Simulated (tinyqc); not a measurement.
Field dependence: Hall effect and magnetoresistance of several carrier groups with constant relaxation times. Computed by tinyqc, a small Python program. Command: `OMP_NUM_THREADS=1 python tinyqc.py 3001597 3001598 out.jsonl hall2 walk`. One thread of a shared host (Intel(R) Xeon(R) Processor @ 2.30GHz), about 0.01 s of CPU time with the checks.

Group 1 has charge -e and group 2 charge +e; s_i is that sign. B lies along z; mu B is formed with mu in m^2/(V s).

Inputs (values chosen for the exercise, for a model conductor): density n1 = 4.4e+12 1/cm^2; mobility mu1 = 5300 cm^2/(V s); density n2 = 4.4e+12 1/cm^2; mobility mu2 = 1500 cm^2/(V s).

Carriers: compensated semimetal. Densities: per area (a thin layer).

Constants: e = 1.602176634e-19 C.

Method. sigma_xx = sum n_i e mu_i/(1 + mu_i^2 B^2); sigma_xy = sum s_i n_i e mu_i^2 B/(1 + mu_i^2 B^2). rho_xx = sigma_xx/(sigma_xx^2 + sigma_xy^2); Hall coefficient R_H = sigma_xy/(B (sigma_xx^2 + sigma_xy^2)), with B in V s/cm^2 (1 T = 1e-4 V s/cm^2); magnetoresistance MR = rho_xx(B)/rho_xx(0) - 1.

Against the field:
```
B (T)       mu1 B  rho_xx (ohm)  R_H (cm^2/C)      MR (%)
0.094  4.9820e-02    2.0875e+02   -7.9271e+05  7.0246e-02
0.28   1.4840e-01    2.0991e+02   -7.9271e+05  6.2328e-01
0.75   3.9750e-01    2.1794e+02   -7.9271e+05  4.4719e+00
1.9    1.0070e+00    2.6848e+02   -7.9271e+05  2.8700e+01
4.7    2.4910e+00    5.7495e+02   -7.9271e+05  1.7562e+02
11     5.8300e+00    2.2153e+03   -7.9271e+05  9.6195e+02
28     1.4840e+01    1.3211e+04   -7.9271e+05  6.2328e+03
75     3.9750e+01    9.3495e+04   -7.9271e+05  4.4719e+04
230    1.2190e+02    8.7751e+05   -7.9271e+05  4.2056e+05
```

What follows from these numbers?

MR starts as B^2.00 and ends as B^2.00: with equal densities of opposite charge no Hall field can balance both groups, so it never saturates. One group alone would show no magnetoresistance in this model. The rows with mu1 B well above 1 show the semiclassical limit; Landau quantisation is left out. Fields above 100 T are beyond ordinary laboratory magnets.
